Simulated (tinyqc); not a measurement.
Born-von Karman spring model of a cubic crystal with one atom per cell: one step, computed by the program tinyqc. Command: `OMP_NUM_THREADS=1 python tinyqc.py 3022234 3022235 out.jsonl springs walk`. One thread of a shared host (Intel(R) Xeon(R) Processor @ 2.30GHz), about 0.1 s of CPU time with the checks.

First neighbours lie at a/2 (1,1,1) (8 of them), second at a (1,0,0) (6), with all permutations and signs; the volume per atom is Omega = a^3/2. Two shells of springs match a real metal only roughly, above all at the zone boundary.

Task: Frequencies at the zone boundary. A neighbour at R with unit vector n couples by the matrix K(R) = kL n n^T + kT (1 - n n^T), and D(q) = (1/M) sum_R K(R) [1 - cos(q.R)]. An eigenvalue lambda of D in eV/(angstrom^2 u) gives nu = 15.6333042 THz x sqrt(lambda).

Inputs (values chosen for the exercise, modelled on tungsten):

| quantity | value | unit |
|---|---|---|
| atomic mass M | 183.84 | u |
| radial spring k1L | 5.09 | eV/angstrom^2 |
| transverse spring k1T | -0.19 | eV/angstrom^2 |
| radial spring k2L | 3.6 | eV/angstrom^2 |
| transverse spring k2T | -0.035 | eV/angstrom^2 |

Lattice: bcc.

Constants: nu for 1 eV/(angstrom^2 u) = 15.6333042 THz.

Give: Frequencies (THz) at points given in 2 pi/a.

Result:

Frequencies (THz) at points given in 2 pi/a:

| point | nu 1 | nu 2 | nu 3 |
|---|---|---|---|
| H (1, 0, 0) | 5.779 | 5.779 | 5.779 |
| N (0.5, 0.5, 0) | 4.040 | 4.115 | 7.374 |
| P (0.5, 0.5, 0.5) | 5.956 | 5.956 | 5.956 |
